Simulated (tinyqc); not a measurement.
From one set of inputs to another, one input at a time: self-heating of a transistor with one or more fingers, with temperature-dependent conductivity. Computed by tinyqc, a small Python program. Command: `OMP_NUM_THREADS=1 python tinyqc.py 3019040 3019041 out.jsonl selfheat ladder`. One thread of a shared host (Intel(R) Xeon(R) Processor @ 2.30GHz), about 0.1 s of CPU time with the checks.

N long parallel fingers lie on the top face of a slab whose bottom is held at T_0; the top is otherwise insulated, and heat flows in two dimensions. P in W/mm is 1000 P in W/m.

The inputs printed are set A. Set A is modelled on germanium; the values taken over come from a set modelled on diamond. Inputs not listed in the table keep their values of set A, so the rows need not describe a real material.

Inputs (values chosen for the exercise, modelled on germanium):
```
quantity,value,unit
conductivity at the base temperature kappa_0,59.9,W/(m K)
exponent m in kappa ~ T^-m,1.19,-
base temperature T_0,298,K
power per gate width P,1.8,W/mm
fingers N,2,-
finger pitch s,19,micrometre
width of the heat source w,2,micrometre
substrate thickness t,60,micrometre
phonon free path Lambda,81,nm
```

Power: power rises with temperature.

Method:
- A line source of power P on the top face raises the top at distance x by (P/(pi kappa_0)) g(x), g(x) = -ln tanh(pi x/(4 t)) (the image sum for the slab). On a strip of width w the centre sees the mean of g over the strip, g_0 = 1 + ln(8 t/(pi w)) for w much below t.
- theta_i = (P/(pi kappa_0)) [g_0 + sum over j != i of g(|i - j| s)], with equal powers and constant conductivity; thermal resistance = largest theta/P.
- Kirchhoff transformation for kappa = kappa_0 (T/T_0)^-m: T = T_0 [1 - (m - 1) theta/T_0]^(-1/(m - 1)), where theta is the linear rise.
- The bracket vanishes at the power P T_0/((m - 1) theta).

Each row keeps all changes above it:
```
input moved,from,to,thermal resistance (K mm/W),true rise (K),true rise / linear rise
set A,-,-,35.857,73.77,1.1429
finger pitch s (micrometre),19,12,38.235,79.38,1.1535
exponent m in kappa ~ T^-m,1.19,1.12,38.235,78.64,1.1427
substrate thickness t (micrometre),60,96,43.204,90.47,1.1634
width of the heat source w (micrometre),2,0.11,58.617,129.90,1.2312
conductivity at the base temperature kappa_0 (W/(m K)),59.9,1900,1.848,3.35,1.0063
power per gate width P (W/mm),1.8,13,1.848,25.15,1.0467
```

Which inputs carry the difference?

Thermal resistance goes from 35.9 to 1.85, a factor 0.0515 in all. The largest single move comes from conductivity at the base temperature kappa_0 (a factor 0.0315). True rise goes from 73.8 to 25.1, a factor 0.341 in all. The largest single move comes from conductivity at the base temperature kappa_0 (a factor 0.0258), and power per gate width P works against it (a factor 7.51). True rise / linear rise goes from 1.14 to 1.05, a factor 0.916 in all. The largest single move comes from conductivity at the base temperature kappa_0 (a factor 0.817), and width of the heat source w works against it (a factor 1.06). The single moves hold for this order of the switches; the total does not depend on the order.

Caution (rows width of the heat source w, conductivity at the base temperature kappa_0, power per gate width P): the source is narrower than two phonon free paths, so the Fourier result understates the rise at the source.

Extremes, crossings and ranges named in words are read from the listed rows.
